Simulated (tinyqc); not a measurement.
# Hot electrons in a saturated n-channel MOSFET, lucky-electron model, step by step

tinyqc, about 0.01 s, one thread, Intel Xeon 2.30GHz (shared host): `OMP_NUM_THREADS=1 python tinyqc.py 2550053 2550054 out.jsonl` Printed values are rounded.

Beyond pinch-off the lateral field grows as Esat cosh(y/l) over the velocity-saturated region (pseudo-two-dimensional model). Impact ionisation in this region gives the substrate current, which biases the body forward through Rsub. Currents are per width. Local-field laws: they overstate ionisation when the field peak is narrower than an energy relaxation length.

Inputs (values chosen for the exercise); values close to those of silicon n-channel devices: channel length L = 1.2 um; oxide thickness tox = 27 nm; junction depth xj = 490 nm; threshold VT = 0.58 V; effective mobility mu = 270 cm^2/(V s); saturation velocity vs = 8.9e6 cm/s; ionisation prefactor Ai = 2e6 1/cm; ionisation field Bi = 1.82 MV/cm; resistance of the lightly doped drain Rd = 0 ohm um; substrate resistance Rsub = 7900 ohm um; fall of VT per volt of forward body bias kb = 0.48; hot-electron mean free path lm = 7.2 nm; oxide barrier pb = 3.2 V; prefactor of the gate current Cg = 0.0015; lifetime exponent m = 2.8; lifetime constant Hl = 28000 s uA/um; drain voltage Vd = 4.6 V; gate voltage Vg = 3 V.

Constants: eps0 = 8.8541878128e-14 F/cm where lengths are in cm. Results are converted to the units shown.

## Length and field scales

Cox = 3.9 eps0/tox, l = sqrt(3 tox xj), Esat = 2 vs/mu.

Cox = 0.1278938 uF/cm^2
l = 199.2235 nm
Esat = 0.06592593 MV/cm
Esat L = 7.911111 V

## Iteration 1: body bias from the substrate current

Vb at the start = 0 V

Cox = 3.9 eps0/tox. Overdrive g = Vg - VT + kb Vb; Vdsat = g Esat L/(g + Esat L); Id = Cox vs (g - Vdsat); dV = Vd - Id Rd - Vdsat; Em = sqrt((dV/l)^2 + Esat^2); Isub = Id (Ai/Bi) l Em exp(-Bi/Em). Vb(new) = Rsub Isub.

Vdsat = 1.853130 V
Id = 64.52430 uA/um
dV = 2.746870 V
Em = 0.1528293 MV/cm
Isub = 0.001453256 uA/um
Vb after iteration 1 = 1.148072e-5 V

## Course of the iteration: body bias from the substrate current

Stop when Vb changes by less than 1e-9 V, or after 60 iterations.

Course of the iteration:
```
iteration,Vb (V),|change| (V)
1,1.148072e-5,1.15e-5
2,1.148063e-5,9.57e-11
```

Converged in 2 iterations. The change falls from 1.1e-5 in the first iteration to below the tolerance in the last.

## Gate current, lifetime and channel shortening

Id = 64.52456 uA/um
dV = 2.746867 V
Em = 0.1528292 MV/cm
Isub = 0.001453244 uA/um

Ig = Cg Id exp(-pb/(lm Em)); lifetime tau = (Hl/Id)(Isub/Id)^(-m); length of the saturated region dL = l ln[(dV/l + Em)/Esat]. 1 year = 3.15576e7 s.

Isub/Id = 2.252234e-5
Ig = 2.270093e-8 pA/um
tau = 1.415830e8 years
dL = 295.6052 nm

The lifetime exceeds ten years. Integrating Ai exp(-Bi/E) over the cosh profile gives Isub/Id = 2.36e-5, so the closed form is 4.7 % below it.
